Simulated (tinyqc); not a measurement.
Precursor delivery by bubblers, mass-transport growth and the solid composition of a III-V alloy. From one set of inputs to another, one input at a time. Computed by tinyqc, a small Python program. Command: `OMP_NUM_THREADS=1 python tinyqc.py 3014697 3014698 out.jsonl movpe_thermo ladder`. One thread of a shared host (Intel(R) Xeon(R) Processor @ 2.30GHz), about 0.01 s of CPU time with the checks.

1 sccm = 44.615 micromol/min; 1 torr = 133.322 Pa. The sources decompose fully at the surface.

The inputs printed are set A. Set A is modelled on triethylgallium (source 1) and trimethylindium (source 2) for the vapour pressures; the values taken over come from a set modelled on trimethylgallium (source 1) and trimethylindium (source 2) for the vapour pressures. Inputs not listed in the table keep their values of set A, so the rows need not describe a real material.

Inputs (values chosen for the exercise, modelled on triethylgallium (source 1) and trimethylindium (source 2) for the vapour pressures):

| quantity | value | unit |
|---|---|---|
| bath temperature T1 | 294 | K |
| bath temperature T2 | 303 | K |
| bubbler pressure p_b | 760 | torr |
| carrier flow F1 | 160 | sccm |
| carrier flow F2 | 150 | sccm |
| total flow F_t | 5.3 | slm |
| group-V flow F_V | 210 | sccm |
| reactor pressure p | 200 | torr |
| growth temperature T | 1030 | K |
| diffusivity at 273 K and 760 torr | 0.49 | cm^2/s |
| flow cross-section A | 38 | cm^2 |
| distance from the leading edge z | 4.9 | cm |
| lattice constant a | 5.62 | angstrom |
| interaction L0 of the solid | 19.8 | kJ/mol |
| log10 of p_B,eq over pure BC at 1000 K and 1 torr of group V (exaggerated: liquid indium has about -4.1) | -1.8 | log10 torr |
| enthalpy of that equilibrium H | 319 | kJ/mol |

Alloy: mixing on the group-III sites, with desorption of B.

constants a, b of source 1 (log10 torr, K): 8.093  2162

constants a, b of source 2 (log10 torr, K): 10.49  3014

Constants: k_B = 1.380649e-23 J/K; R = 8.314462618 J/(mol K).

Method:
- log10 p_v = a - b/T_bath; molar flow = F x 44.615 x p_v/(p_b - p_v) for a saturated bubbler.
- p_i = p n_i/(44615 F_t), F_t in slm; p_V = p F_V/(1000 F_t), counted per molecule supplied; V/III = 44.615 F_V/(n1 + n2); vapour fraction of source 2 = n2/(n1 + n2).
- Mean velocity u = (F_t/A)(760/p)(T/273); D = D0 (T/273)^1.75 (760/p); boundary layer delta = sqrt(pi D z/u); flux = D dp/(delta k_B T); growth rate = flux x a^3/4.
- A sticks fully. B desorbs: its surface pressure is p_B* = x gamma_B K/sqrt(p_V), ln gamma_B = L0 (1 - x)^2/(R T), K = 10^(log10 K at 1000 K) exp[-(H/R)(1/T - 1/1000)], p_V in torr. With equal diffusivities x = (p_2 - p_B*)/(p_1 + p_2 - p_B*). Growth rate = rate per torr x p_1/(1 - x).

Each row keeps all changes above it:

| input moved | from | to | molar flow 1 (micromol/min) | vapour fraction of source 2 | growth rate (micrometre/h) |
|---|---|---|---|---|---|
| set A | - | - | 51.90 | 0.3730 | 5.275 |
| total flow F_t (slm) | 5.3 | 12 | 51.90 | 0.3730 | 2.953 |
| bath temperature T1 (K) | 294 | 266 | 8.68 | 0.7806 | 0.497 |
| growth temperature T (K) | 1030 | 830 | 8.68 | 0.7806 | 1.970 |
| reactor pressure p (torr) | 200 | 40 | 8.68 | 0.7806 | 1.966 |
| distance from the leading edge z (cm) | 4.9 | 14 | 8.68 | 0.7806 | 1.163 |
| group-V flow F_V (sccm) | 210 | 35 | 8.68 | 0.7806 | 1.159 |
| interaction L0 of the solid (kJ/mol) | 19.8 | 20.1 | 8.68 | 0.7806 | 1.159 |

Which inputs carry the difference?

Molar flow 1 goes from 51.9 to 8.68, a factor 0.167 in all. The largest single move comes from bath temperature T1 (a factor 0.167). Vapour fraction of source 2 goes from 0.373 to 0.781, a factor 2.09 in all. The largest single move comes from bath temperature T1 (a factor 2.09). Growth rate goes from 5.28 to 1.16, a factor 0.220 in all. The largest single move comes from bath temperature T1 (a factor 0.168), and growth temperature T works against it (a factor 3.97). The single moves hold for this order of the switches; the total does not depend on the order.

Caution (all rows): the boundary layer is a quarter or more of the root of the cross-section, so it fills much of the channel and depletion along the flow matters. Caution (rows interaction L0 of the solid): x lies inside the spinodal of the bulk alloy, 2 L0 x (1 - x) > R T; only kinetics or coherency strain keep such a layer uniform.

Extremes, crossings and ranges named in words are read from the listed rows.
